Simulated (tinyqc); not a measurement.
Inside a calculation. Model: precursor delivery and alloy composition in metal-organic vapour-phase epitaxy. Computed by tinyqc, a small Python program that keeps every step. Command: `OMP_NUM_THREADS=1 python tinyqc.py 3023795 3023796 out.jsonl movpe walk`. One thread of a shared host (Intel(R) Xeon(R) Processor @ 2.30GHz), about 0.01 s of CPU time with the checks. Intermediate numbers are printed to about 6 digits and carried at full precision; extremes and crossings named in words are read from the listed rows.

Carrier gas leaves each bubbler saturated. Group-III species cross a boundary layer and react at the surface; element 2 can also desorb. The film is (1)_(1-x) (2)_x V with a zinc-blende cell.

Inputs (values chosen for the exercise, close to those used for AlGaAs from TMAl and TMGa): source 1: a in log10(p/torr) = a - b/T = 8.22; source 1: b = 2134 K; source 1: bath temperature = 20 C; source 1: carrier flow = 5.1 sccm; source 2: a = 8.07; source 2: b = 1703 K; source 2: bath temperature = 2 C; source 2: carrier flow = 9.4 sccm; bubbler pressure p_b = 760 torr; group-V hydride flow = 340 sccm; total flow = 20 slm; reactor pressure p = 40 torr; diffusivity D0 at 273.15 K and 760 torr = 0.36 cm^2/s; boundary layer delta = 0.58 cm; prefactor of the surface rate k_s = 2e+13 cm/s; energy of k_s = 1.93 eV; prefactor of the loss of element 2 = 4.7e+16 layers/s; energy of the loss = 3.57 eV; lattice constant a = 5.655 angstrom; growth temperature T = 770 C.

Constants: k_B = 1.380649e-23 J/K; k_B = 8.617333262e-05 eV/K.

## Molar flows

Temperatures in kelvin are T(C) + 273.15. Vapour pressure p_v = 10^(a - b/T); precursor flow = carrier flow x p_v/(p_b - p_v); 1 sccm = 44.615 micromol/min; V/III = hydride flow over the sum of both; gas share x_g = F2/(F1 + F2).

vapour pressures (torr): source 1 8.71867, source 2 75.9712

molar flows (micromol/min): F1 2.64058, F2 46.5782

V/III ratio = 308.197

gas share x_g = 0.946350

The slope of F2 with the temperature of bath 2 is b ln(10)/T^2 x p_b/(p_b - p_v) = 5.8 % per kelvin. Caution: trimethylaluminium is largely a dimer in the vapour, which would double its metal flow; it is counted as a monomer here.

## Transport to the surface

Partial pressure p_i = p F_i/(44615 x total flow in slm); density n_i = p_i/(k_B T), 1 torr = 133.322 Pa; D = D0 (T/273.15)^1.75 (760/p), h = D/delta, the same for both; k_s = prefactor x exp(-energy/(k_B T)); arrival J_i = n_i/(1/h + 1/k_s); in layers per second g_i = J_i a^2/2 (two group-III sites per a^2 on (001)).

densities (1/cm^3): n1 1.09577e+12, n2 1.93288e+13

h = 123.036 cm/s

k_s = 9475.61 cm/s

arrival rates (layers/s): g1 0.212806, g2 3.75378

Growth is transport-limited.

## Composition and growth rate

Loss of element 2 is r x with r = prefactor x exp(-energy/(k_B T)). Then x = (g2 - r x)/(g1 + g2 - r x), or r x^2 - (g1 + g2 + r) x + g2 = 0, smaller root; growth rate G = g1/(1 - x) layers/s; one layer is a/2 thick, 1 angstrom/s = 0.36 um/h. Distribution coefficient = [x/(1 - x)]/[x_g/(1 - x_g)], x_g = g2/(g1 + g2).

loss rate r = 0.265663 layers/s

solid share x = 0.942735

growth rate G = 3.78266 um/h

distribution coefficient = 0.933281

6.7 % of element 2 is lost again. Caution: the lattice constant is held fixed as x changes, delta does not respond to the flow, both precursors share one D and k_s, and gas-phase side reactions are left out.

## Three regimes over temperature

The formulas are those given above.

Growth:
```
T (C)        k_s/h  r (layers/s)         x  G (um/h)
450    1.09369e-02   6.19509e-09  0.946350   0.03362
500    7.21004e-02   2.51799e-07  0.946350   0.21972
550    3.75398e-01   6.52513e-06  0.946350   0.93462
600    1.60818e+00   1.16476e-04  0.946348   2.20677
650    5.85296e+00   1.52159e-03  0.946326   3.18579
700    1.85630e+01   1.52643e-02  0.946135   3.66924
750    5.23622e+01   1.22231e-01  0.944707   3.83798
800    1.33564e+02   8.06294e-01  0.934181   3.38017
850    3.12304e+02   4.49634e+00  0.744128   0.90354
```

G peaks at 750 C among these rows. Between the first rows the apparent energy is 1.81 eV, against 1.93 eV for k_s, which controls there; k_s passes h between 550 and 600 C, well above which G depends weakly on T until desorption sets in. Among these rows x stays within 2 % of x_g up to 800 C and then falls, to 0.74 in the last row, as element 2 desorbs. Caution: in these rows, too, a is fixed and both precursors share one D and k_s.

Checks made by the program: balance of element 2 (relative difference below 1e-10).
